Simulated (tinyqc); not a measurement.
IGBT as a p-i-n diode in series with a MOS channel, on-state and switching loss: one step of the calculation.

High injection (n = p) in a drift layer from x = -W/2 (anode) to +W/2 (cathode side), recombination only in the layer with lifetime tau, ideal emitters. The channel feeds the cathode side and carries the whole current. Auger recombination, carrier-carrier scattering, emitter losses and the carrier dip under the p body are left out.

Task. Stored charge, losses and the unipolar alternative. Stored charge tau J, turn-off energy Eoff = ks tau J Vdc, loss at half duty 0.5 J Von + f Eoff. A unipolar device on the same layer has Vu = J (W/(q mn Nd) + Rch).

Values chosen for this exercise; material values close to those of silicon:
```
symbol,value,unit,meaning
mn,1400,cm^2/(V s),electron mobility
W,70,um,width of the drift layer
Nd,1.2e14,cm^-3,doping of the drift layer
tau,0.77,us,high-injection lifetime
J,150,A/cm^2,current density
Rch,1.1,mohm cm^2,channel and accumulation resistance
Vdc,400,V,link voltage
ks,0.04,,turn-off energy per stored charge and link voltage
f,20,kHz,switching frequency
```

Constants: q = 1.602176634e-19 C. Results are converted to the units shown.

Von = 1.0588595 V

Find: stored charge; Eoff; conduction loss; switching loss; Vu.

Result.

stored charge = 115.5 uC/cm^2
Eoff = 1.848 mJ/cm^2
conduction loss = 79.41 W/cm^2
switching loss = 36.96 W/cm^2
Vu = 39.17 V

Both losses would be equal at f = 43.0 kHz.

Numbers from tinyqc (`OMP_NUM_THREADS=1 python tinyqc.py 2590046 2590047 out.jsonl`; about 0.01 s on one thread of a shared Intel Xeon 2.30GHz).
